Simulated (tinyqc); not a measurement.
Random telegraph noise from one oxide trap in a small MOSFET: one step of the calculation.

An acceptor-like trap exchanges electrons with the channel. Inversion charge Q = Cox u, u = n Vt W0(exp((Vg - VT)/(n Vt))), W0 the Lambert function, n = nf, Cox = eps0 eox/tox; linear regime Id = (W/L) mu Q Vd. Relative to threshold the surface potential rises by Vt ln(u/u0) and the oxide voltage by the rest of Vg - VT, with u0 = n Vt W0(1).

Problem. Trap level, time constants and occupancy. N = Cox u/q; dpsi = Vt ln(u/u0); E = E0 - dpsi - (xt/tox)(Vg - VT - dpsi); capture time tc = 1/[(N/zi) vth s0 exp(-xt/lt - EB/Vt)]; emission time te = tc exp(-E/Vt); occupancy te/(tc + te).

Parameters, values chosen for the exercise; values of the order met in silicon transistors:
- T = 350 K (temperature)
- eox = 25.3 (relative permittivity of the gate insulator (close to zirconium oxide))
- tox = 6.3 nm (insulator thickness)
- xt = 0.76 nm (depth of the trap from the channel interface)
- E0 = -0.04 eV (trap level above the channel Fermi level at threshold)
- s0 = 3e-16 cm^2 (capture prefactor)
- EB = 0.21 eV (capture barrier (lattice relaxation))
- lt = 0.14 nm (tunnelling decay length)
- vth = 1.4e7 cm/s (thermal velocity)
- zi = 1.7 nm (thickness of the inversion layer)
- VT = 0.3 V (threshold voltage)
- nf = 1.33 (body factor)
- Vg = 0.29 V (gate voltage)

Constants: q = 1.602176634e-19 C, kB = 1.380649e-23 J/K, Vt = kB T/q, eps0 = 8.8541878128e-14 F/cm where lengths are in cm. Results are converted to the units shown.

Give: u; N; dpsi; E; tc; te; occupancy.

Solution.

u = 0.01932 V
N = 4.287e11 cm^-2
dpsi = -0.004936 V
E = -0.03445 eV
tc = 2.273e-5 s
te = 7.123e-5 s
occupancy = 0.7581

The trap lies 1.1 Vt below the Fermi level, so it is filled 75.8 % of the time.

Range of the model: VT is taken as given; short-channel effects and the uneven flow of current among few electrons are left out.

Program tinyqc, `OMP_NUM_THREADS=1 python tinyqc.py 2710137 2710138 out.jsonl`; Intel Xeon 2.30GHz, shared host, one thread, about 0.01 s.
